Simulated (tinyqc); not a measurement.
Carbon nanotube by zone folding: one step. Geometry. Four cases, with inputs chosen for the exercise.

Task: Form d, theta, dR, t1, t2, N and |T|, and (n - m) mod 3.

Circumference C = n a1 + m a2, a = sqrt3 acc; d = a sqrt(n^2 + nm + m^2)/pi; tan(theta) = sqrt3 m/(2n + m); dR = gcd(2n + m, 2m + n); T = t1 a1 + t2 a2 with t1 = (2m + n)/dR, t2 = -(2n + m)/dR, |T| = sqrt3 pi d/dR; N = 2 (n^2 + nm + m^2)/dR hexagons a cell. On cutting line mu = 0 to N - 1 at x = k|T|/(2 pi) the phases are p1 = 2 pi (-t2 mu + m x)/N, p2 = 2 pi (t1 mu - n x)/N, and E = -/+ t |1 + exp(i p1) + exp(i p2)|.

Give: d; theta; dR, t1, t2, N; |T|; (n - m) mod 3.

Case 1.

Values chosen (out of a larger set: near those used for carbon; not measured data):
- n = 17 (chiral index)
- m = 9 (chiral index)
- acc = 1.44 angstrom (bond length)

Result:

d = 18.156 angstrom
theta = 19.93 degrees

dR, t1, t2, N: [1, 35, -43, 1046]

|T| = 98.795 angstrom
(n - m) mod 3 = 2

The nearest line misses K by a third of the spacing 2/d: semiconducting in zone folding; chiral, 2092 atoms a cell.

Case 2.

Values chosen (out of a larger set: near those used for carbon; not measured data):
- n = 12 (chiral index)
- m = 2 (chiral index)
- acc = 1.42 angstrom (bond length)

Result:

d = 10.267 angstrom
theta = 7.59 degrees

dR, t1, t2, N: [2, 8, -13, 172]

|T| = 27.935 angstrom
(n - m) mod 3 = 1

The nearest line misses K by a third of the spacing 2/d: semiconducting in zone folding; chiral, 344 atoms a cell.

Case 3.

Values chosen (out of a larger set: near those used for carbon; not measured data):
- n = 18 (chiral index)
- m = 15 (chiral index)
- acc = 1.44 angstrom (bond length)

Result:

d = 22.720 angstrom
theta = 27.00 degrees

dR, t1, t2, N: [3, 16, -17, 546]

|T| = 41.210 angstrom
(n - m) mod 3 = 0

A cutting line passes through K: metallic in zone folding; chiral, 1092 atoms a cell.

Case 4.

Values chosen (out of a larger set: near those used for carbon; not measured data):
- n = 13 (chiral index)
- m = 13 (chiral index)
- acc = 1.44 angstrom (bond length)

Result:

d = 17.876 angstrom
theta = 30.00 degrees

dR, t1, t2, N: [39, 1, -1, 26]

|T| = 2.494 angstrom
(n - m) mod 3 = 0

A cutting line passes through K: metallic in zone folding; armchair, 52 atoms a cell.

Computed by tinyqc, one run a case: `OMP_NUM_THREADS=1 python tinyqc.py N N+1 out.jsonl` with N = 1450168, 1450474, 1450509, 1450754; one thread of a shared Intel(R) Xeon(R) Processor @ 2.30GHz, about 0.05 s a run at most.
